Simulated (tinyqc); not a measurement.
## Length offset and series resistance from crossing lines

Question. R_total = Rs + k (L - dL)/Vo with constant Rs, dL and k. Find k, dL and Rs.

R_total at (L, Vo) = (40, 0.39), (80, 0.39), (40, 0.85) and (80, 0.85), L in nm and Vo in V (ohm um): 315.61538  531  231.4  330.22353

Solution. At each overdrive R is a straight line in L with slope k/Vo; the two lines cross at L = dL, R = Rs.

k = 2.100 ohm um V/nm
dL = 11.10 nm
Rs = 160.0 ohm um

Program tinyqc, `OMP_NUM_THREADS=1 python tinyqc.py 2282253 2282254 out.jsonl`; Intel Xeon 2.30GHz, shared host, one thread, about 0.03 s.
